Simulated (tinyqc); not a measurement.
Oscillation of the Fermi level: Landau levels of massless Dirac electrons.

E_N = sqrt(2N) hv/l for N = 0, 1, 2, ... and the mirror levels below zero; each is fourfold (spin, valley), Zeeman splitting left out; half of level 0 belongs to the electrons.

In a field B along z: l = 1/sqrt((e/hbar) B) is the magnetic length, n_B = B/(h/e) the number of states per area in one level, hbar wc = 2 muB B/m for mass m in m0; 1/angstrom^2 = 1e16/cm^2.

Level 0 takes 2 n_B electrons and each higher level 4 n_B. At zero temperature and without broadening EF sits in the partly filled level.

Constants: e/hbar = 1.519267448e-05 1/(T angstrom^2); h/e = 413566.7697 T angstrom^2; muB = 5.788381798e-05 eV/T.

Inputs chosen for the exercise (out of a larger set: near those of graphene; not measured data): hv = 6.75 eV angstrom (hbar v); n = 1.8 x 1e11/cm^2 (electron sheet density); Bo = (0.343, 0.388, 0.446, 0.526, 0.639, 0.815, 1.12, 1.81, 4.65) T (fields).

Fixed density, zero temperature, no broadening. At B = 0, EF = hv sqrt(pi n).

Filling:

| B (T) | nu | partly filled level | EF (meV) | filled share |
|---|---|---|---|---|
| 0.343 | 21.70 | 5 | 48.73 | 0.93 |
| 0.388 | 19.19 | 5 | 51.82 | 0.30 |
| 0.446 | 16.69 | 4 | 49.70 | 0.67 |
| 0.526 | 14.15 | 4 | 53.97 | 0.04 |
| 0.639 | 11.65 | 3 | 51.52 | 0.41 |
| 0.815 | 9.13 | 2 | 47.50 | 0.78 |
| 1.12 | 6.65 | 2 | 55.69 | 0.16 |
| 1.81 | 4.11 | 1 | 50.06 | 0.53 |
| 4.65 | 1.60 | 0 | 0.00 | 0.80 |

EF at B = 0 = 50.76 meV

What does the comparison show?

EF runs between 0.0 and 55.7 meV around its zero-field value of 50.8 meV. It follows a level while that level empties and falls to the next one down when nu passes a filled shell; the partly filled level changes 5 times in this table.

Run: tinyqc, `OMP_NUM_THREADS=1 python tinyqc.py 1280732 1280733 out.jsonl`; Intel(R) Xeon(R) Processor @ 2.30GHz, one thread, shared host; about 0.01 s of CPU time with all checks.
